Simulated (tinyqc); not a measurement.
Weibull analysis of times to dielectric breakdown, with area scaling: one step of the calculation.

Breakdown times follow F(t) = 1 - exp(-(t/t63)^beta). The 10 times below were drawn at random from beta = 3.8, t63 = 92 s and are treated as data; all samples failed.

Problem. Scale parameter and projection to the product. t63 = (mean of t^beta)^(1/beta). Defects are spread at random, so -ln(1 - F) is proportional to the area: t63(A2) = t63 (A1/A2)^(1/beta), and the time to the share Fp is t63(A2) (-ln(1 - Fp))^(1/beta).

Parameters, values chosen for the exercise:
```
symbol,value,unit,meaning
A1,4500,um^2,area of a test capacitor
A2,1.2e6,um^2,gate area of the product
Fp,0.001,,allowed share of failed products
beta,3.8,,Weibull slope
```

t, i 1 to 10 (s): [42.4, 54.1, 61.1, 68.2, 76, 83.9, 94.1, 95.5, 98.4, 99]
converged beta = 4.9224391

Give: t63; t63 of the product; time to Fp; decades lost against t63.

Solution.

t63 = 84.631 s
t63 of the product = 27.208 s
time to Fp = 6.6877 s
decades lost against t63 = 1.1022

The straight-line values give 3.16 s for the time to Fp and the values that made the data 3.44 s: with 10 samples beta is uncertain by about 0.78/sqrt(n) = 25 %, and the projection hangs on 1/beta.

Program tinyqc, `OMP_NUM_THREADS=1 python tinyqc.py 2070141 2070142 out.jsonl`; Intel Xeon 2.30GHz, shared host, one thread, about 0.01 s.
